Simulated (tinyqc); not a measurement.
Comparisons within one model: temperature and isotope dependence of a band gap in oscillator models. A value that a table varies takes the place of the one given here.

E(T) = E0 - sum_i sl_i th_i n_i(T), n = 1/(exp(th/T) - 1). The same coupling lowers the gap at 0 K by the zero-point term ZP = sum_i sl_i th_i/2, so the gap of the static lattice is E0 + ZP. Thermal expansion is taken as part of the slopes.

Two-parameter forms are made to pass through the falls at the two temperatures T12: Varshni aV T^2/(T + bV), from the line T^2/fall = (T + bV)/aV; one oscillator s1 t1/(exp(t1/T) - 1), with t1 from the ratio of the falls.

Constants: kB = 8.617333262e-05 eV/K; hbar^2/2m0 = 3.80998211 eV angstrom^2.

Parameters, chosen for this exercise (near those of AlN; not measured data):
```
symbol  value           unit   meaning
E0      6.077           eV     gap at 0 K
th      (276, 1171)     K      temperatures of two oscillators
sl      (0.198, 0.627)  meV/K  their high-temperature slopes
T12     (700, 1440)     K      temperatures of the fits
mm      0.94            m0     geometric mean of the density-of-states masses
T       150             K      temperature
```

## How far the fits carry

Falls of the gap from E0, and errors of the two fits against the model.

Results:
```
T (K)  fall (meV)  Varshni - model (meV)  one oscillator - model (meV)  fall/ZP
20           0.00                   0.37                          0.00    0.000
50           0.22                   2.06                         -0.22    0.001
100          3.70                   5.03                         -3.59    0.009
200         20.48                  11.69                        -11.61    0.052
300         51.33                  15.77                        -11.27    0.130
400         96.52                  14.65                         -7.81    0.245
600        215.11                   5.05                         -1.81    0.545
800        353.65                  -4.12                          1.15    0.897
```

Below the first fit point the largest errors are +15.77 meV (Varshni, 300 K, on a fall of 51.33 meV) and -11.61 meV (one oscillator, 200 K); a T^2 law cannot freeze out; a single oscillator misses the soft modes. No row lies well beyond the second fit point, so the table does not test extrapolation to high T. The thermal fall stays below ZP up to 800 K.

## What the shift does to the intrinsic density

ni = 2 (mm kT/(4 pi c))^(3/2) exp(-E/2kT), c = hbar^2/2m0, with E(T) and with E0; 1 angstrom^-3 = 1e24 cm^-3. Apparent gap from an Arrhenius plot of ni/T^(3/2): E(T) - T dE/dT, dE/dT = -sum sl_i (th_i/T)^2 n_i (1 + n_i).

Results:
```
T (K)  E(T) (eV)  ni (cm^-3)  ni with E(T) / ni with E0  apparent gap (eV)
200       6.0565    6.11e-58                      1.811             6.1028
250       6.0430    2.13e-42                      2.199             6.1202
300       6.0257    5.57e-32                      2.698             6.1413
350       6.0047    1.69e-24                      3.318             6.1635
400       5.9805    7.44e-19                      4.056             6.1851
500       5.9247    6.80e-11                      5.853             6.2236
700       5.7943       0.113                     10.418             6.2805
```

Using E0 in place of E(T) understates ni by a factor that rises from 1.81 to 10.42, towards exp(sum sl/2kB) = 119.9. The slope of an Arrhenius plot returns neither E(T) nor E0 but the intercept of the tangent, 6.1413 eV at 300 K, which lies 64 meV above E0 and tends to the static gap 6.4714 eV.

## What each parameter does

Gap at T, slope -sum sl_i (th_i/T)^2 n_i (1 + n_i) and ZP. Each row changes one parameter from the base and keeps the others.

Results:
```
case                        E(T) (eV)  dE/dT (meV/K)  ZP (meV)
base                           6.0664        -0.1660    394.43
T = 190 K                      6.0588        -0.2169    394.43
E0 = 6.087 eV                  6.0764        -0.1660    394.43
th = (276, 1405) K             6.0666        -0.1552    467.79
sl = (0.2574, 0.627) meV/K     6.0633        -0.2112    402.63
```

The largest shifts from the base row, up to three for each result and ties (the steps differ in size, so this ranks the rows, not the parameters). E(T) (eV): E0 +0.0100, T -0.0076, sl -0.0031. dE/dT (meV/K): T -0.0509, sl -0.0451, th +0.0109; unchanged at the printed digits by E0. ZP (meV): th +73.36, sl +8.20; unchanged at the printed digits by T and E0.

(tinyqc, `OMP_NUM_THREADS=1 python tinyqc.py 1880314 1880315 out.jsonl`, Intel(R) Xeon(R) Processor @ 2.30GHz, 1 thread, shared host, about 0.01 s.)
